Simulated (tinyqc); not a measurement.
What moves the results: Lorentz oscillators and the Kramers-Kronig relations. A value that a table varies takes the place of the one given here.

eps(E) = 1 + sum_j S_j/(E0_j^2 - E^2 - i G_j E).

Kramers-Kronig: eps1(E) = 1 + (2/pi) P integral_0^infinity E1 eps2(E1)/(E1^2 - E^2) dE1. Maclaurin rule on the grid E_j = j h, j = 1 .. M: eps1(E_i) = 1 + (4 h/pi) sum over j with j - i odd of E_j eps2(E_j)/(E_j^2 - E_i^2); nothing is added above E_M.

n + i k = sqrt(eps1 + i eps2) with k >= 0; R = ((n - 1)^2 + k^2)/((n + 1)^2 + k^2) at normal incidence from vacuum; alpha = 2 E k/(hbar c), times 1e8 for 1/cm; loss function Im(-1/eps) = eps2/(eps1^2 + eps2^2).

Constants: hbar c = 1973.269805 eV angstrom.

Values chosen for the exercise:
- E0 = (3.48, 5.39) eV (resonances)
- G = (0.22, 1.22) eV (widths)
- S = (29.4, 52.6) eV^2 (strengths)
- h = 0.5 eV (grid step)
- M = 30 (grid points E_j = j h)
- E_t = 2 eV (energy below the first line)
- E = 8.54 eV (photon energy)

## Numerical transform against the formula

Every third grid point is listed; the error is the transform minus the formula.

Dielectric function:
```
E (eV)   eps2  eps1 formula  eps1 transform    error
1.00    0.134         5.517          10.525    5.008
2.50    0.770         8.239           4.904   -3.335
4.00    2.949        -2.655         -17.141  -14.486
5.50    7.705        -1.970          -0.602    1.368
7.00    0.987        -2.024          -3.657   -1.633
8.50    0.292        -0.640          -0.278    0.362
10.00   0.132        -0.054          -0.728   -0.674
11.50   0.073         0.255           0.428    0.173
13.00   0.045         0.442           0.059   -0.382
14.50   0.030         0.564           0.659    0.095
```

What does this show, and why?

The largest error listed is -14.486 at 4.00 eV. The rule samples every 2h = 1 eV and the narrowest line is 0.22 eV wide, so it is not resolved. The grid ends at 15 eV, where eps2 is still 0.027; the error at the last point listed, nearest the missing tail, is +0.095.

## How far the spectrum must be known

The integrals are done by adaptive quadrature and cut at E_cut. f-sum share: (2/pi) integral of E eps2 over sum S. Static share: (2/pi) integral of eps2/E over eps(0) - 1.

Cut integrals:
```
E_cut (eV)  eps1(E_t)  f-sum share  static share
4.3             4.990        0.380         0.654
5.9             6.304        0.745         0.916
8.1             6.639        0.903         0.988
10.8            6.678        0.939         0.996
16.2            6.690        0.964         0.999
26.9            6.693        0.979         1.000
```

eps1(E_t) from the formula = 6.694

How do the results move?

Cut at 5.9 eV, just above the last line, eps1(E_t) lacks 0.390; cut at 26.9 eV it lacks 0.001. At 8.1 eV the static sum has reached 0.988 and the f-sum only 0.903: the f-sum weights eps2 by E and the static sum by 1/E, so the f-sum needs the far tail.

## Optical constants across the spectrum

Spectrum:
```
E (eV)    eps1   eps2      n      k      R   loss
0.81     5.416  0.104  2.327  0.022  0.159  0.004
1.91     6.519  0.360  2.554  0.071  0.192  0.008
3.01    12.750  2.466  3.587  0.344  0.322  0.015
4.12    -1.129  2.633  0.932  1.413  0.349  0.321
5.22     1.235  7.793  2.136  1.824  0.351  0.125
6.32    -3.271  2.330  0.610  1.909  0.609  0.144
7.42    -1.488  0.654  0.262  1.248  0.667  0.248
8.53    -0.623  0.286  0.177  0.809  0.653  0.609
9.63    -0.163  0.157  0.178  0.441  0.550  3.062
10.73    0.118  0.097  0.368  0.132  0.221  4.180
11.83    0.304  0.065  0.554  0.059  0.084  0.677
12.94    0.436  0.046  0.661  0.035  0.042  0.241
```

What does this show?

Among the energies listed the largest values are at (eV): eps2 5.22; n 3.01; k 6.32; R 7.42; loss 10.73. eps1 crosses zero at 3.49, 4.24, 5.33 and 10.21 eV; the last crossing is upward and marks the plasmon, against sqrt(sum S) = 9.06 eV for free electrons.

## What each oscillator parameter does

At the energy E. Each row changes one parameter from the base and keeps the others.

Results:
```
case                      eps1   eps2      n      k      R
base                    -0.618  0.284  0.177  0.806  0.653
E0 = (3.654, 5.39) eV   -0.628  0.285  0.176  0.812  0.656
G = (0.33, 1.22) eV     -0.617  0.292  0.181  0.806  0.646
S = (35.28, 52.6) eV^2  -0.714  0.287  0.167  0.861  0.683
E = 8.967 eV            -0.410  0.221  0.167  0.662  0.629
```

How do the results move?

The largest shifts from the base row, up to three for each result and ties (the steps differ in size, so this ranks the rows, not the parameters). eps1: E +0.208, S -0.097, E0 -0.010. eps2: E -0.063, G +0.007, S +0.003. n: S -0.010, E -0.009, G +0.004. k: E -0.144, S +0.056, E0 +0.006; unchanged at the printed digits by G. R: S +0.030, E -0.024, G -0.007.

Program tinyqc; command `OMP_NUM_THREADS=1 python tinyqc.py 1650871 1650872 out.jsonl`; about 0.2 s on one thread of a shared Intel(R) Xeon(R) Processor @ 2.30GHz.
